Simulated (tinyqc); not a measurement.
Swing of the coupled dose with resist thickness: standing waves and exposure in a photoresist film.

Normal incidence from air. Unexposed resist: N1 = n1 + i k1 with k1 = (A + B) lam/(4 pi), lam in micrometres. r01 = (1 - N1)/(1 + N1), t01 = 2/(1 + N1). Below the resist lie the layer Na = na + i ka and the substrate Ns = ns + i ks: r12 = (r1a + ras x)/(1 + r1a ras x), x = exp(4 pi i Na da/lam), r1a = (N1 - Na)/(N1 + Na), ras = (Na - Ns)/(Na + Ns). With p = exp(2 pi i N1 d/lam), the field at depth z is E(z) = t01 [exp(2 pi i N1 z/lam) + r12 p^2 exp(-2 pi i N1 z/lam)]/(1 + r01 r12 p^2), the relative intensity I(z) = n1 |E(z)|^2 and the reflectance R = |(r01 + r12 p^2)/(1 + r01 r12 p^2)|^2.

Values chosen for the exercise (a resist on Si, indices near tabulated ones; shifted at random, so the results belong to these values and not to a real crystal): lam = 365 nm (vacuum wavelength); n1 = 1.728 (resist index); A = 0.81 1/micrometre (bleachable absorption (Dill A)); B = 0.05 1/micrometre (fixed absorption (Dill B)); d = 648 nm (resist thickness); ns = 6.639 (substrate n); ks = 2.676 (substrate k); na = 1.772 (n of the bottom antireflection layer); ka = 0.27 (its k); da = 25 nm (its thickness).

The mean of I is taken over 800 depths; the relative dose to clear is taken as 1/(mean of I over the lowest period, 60 depths), scaled to 1 in the first row.

Swing:

| d (nm) | R | mean I | relative dose |
|---|---|---|---|
| 648.0 | 0.0532 | 0.9761 | 1.000 |
| 683.2 | 0.1413 | 0.8723 | 1.164 |
| 700.8 | 0.2583 | 0.7419 | 1.367 |
| 718.4 | 0.2766 | 0.7098 | 1.414 |
| 736.0 | 0.1882 | 0.7835 | 1.275 |
| 753.6 | 0.0456 | 0.9120 | 1.109 |
| 771.2 | 0.0106 | 0.9391 | 1.099 |
| 788.8 | 0.1271 | 0.8212 | 1.275 |
| 806.4 | 0.2371 | 0.7078 | 1.481 |
| 824.0 | 0.2547 | 0.6801 | 1.529 |
| 841.6 | 0.1715 | 0.7451 | 1.393 |
| 859.2 | 0.0403 | 0.8547 | 1.228 |

Give the missing row, d (nm) = 665.6.

Computed row:
```
d (nm)       R  mean I  relative dose
665.6   0.0144  1.0102          0.989
```

The period is 105.6 nm, six rows. The relative dose swings between 0.989 and 1.529, a ratio (max - min)/mean of 0.431, against the estimate 4 sqrt(|r01|^2 |r12|^2) exp(-(A + B) d) = 0.348 for the oscillating part alone; the ratio from the table also holds the slow rise from absorption, 22.8 % over two periods, so the two are not strictly comparable. The dose is least sensitive to thickness at an extremum; the lowest dose listed is at 665.6 nm.

Run: tinyqc, `OMP_NUM_THREADS=1 python tinyqc.py 1650051 1650052 out.jsonl`; Intel(R) Xeon(R) Processor @ 2.30GHz, one thread, shared host; about 0.01 s of CPU time with all checks.
